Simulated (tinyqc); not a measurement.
Long-channel MOSFET, surface-potential model: course of the iteration: surface potential at the source by Newton steps.

n-channel transistor on a uniformly doped p-type body, gradual-channel approximation, constant mobility, Boltzmann statistics, full ionisation. Potentials are counted from the neutral body; V is the electron quasi-Fermi potential, Vsb at the source and Vsb + Vds at the drain. Charges are magnitudes per area.

With V = Vsb: G = psi - Vt + Vt e, e = exp((psi - 2 phiF - Vsb)/Vt); f = Vgs + Vsb - Vfb - psi - gamma sqrt(G); f' = -1 - gamma (1 + e)/(2 sqrt(G)); psi(new) = psi - f/f'.

Stop when psi changes by less than 1e-10 V, or after 40 iterations.

Values chosen for this exercise; material values close to those of silicon: temperature T = 350 K; flat-band voltage Vfb = -0.48 V; source-body reverse bias Vsb = 0.3 V; gate-source voltage Vgs = 1.46 V.

Constants: q = 1.602176634e-19 C, kB = 1.380649e-23 J/K, Vt = kB T/q. Results are converted to the units shown.

psi at the start (the smaller of 2 phiF + Vsb + 4 Vt and the root without inversion charge) = 1.35481 V
phiF = 0.467082 V
gamma = 0.354121 V^0.5

Course of the iteration:

| iteration | psi (V) | \|change\| (V) |
|---|---|---|
| 1 | 1.39575 | 0.0409 |
| 2 | 1.38595 | 9.80e-3 |
| 3 | 1.38497 | 9.79e-4 |
| 4 | 1.38496 | 8.93e-6 |
| 5 | 1.38496 | 7.36e-10 |
| 6 | 1.38496 | 0 |

Did this iteration meet its convergence test, and what does its course show?

Yes. Converged in 6 iterations. At the end the number of correct digits about doubles with each step.

Range of the model: The surface field at the source is about 1.7 MV/cm, where quantisation and degeneracy of the inversion layer, left out here, matter.

Numbers from tinyqc (`OMP_NUM_THREADS=1 python tinyqc.py 2360021 2360022 out.jsonl`; about 0.03 s on one thread of a shared Intel Xeon 2.30GHz).
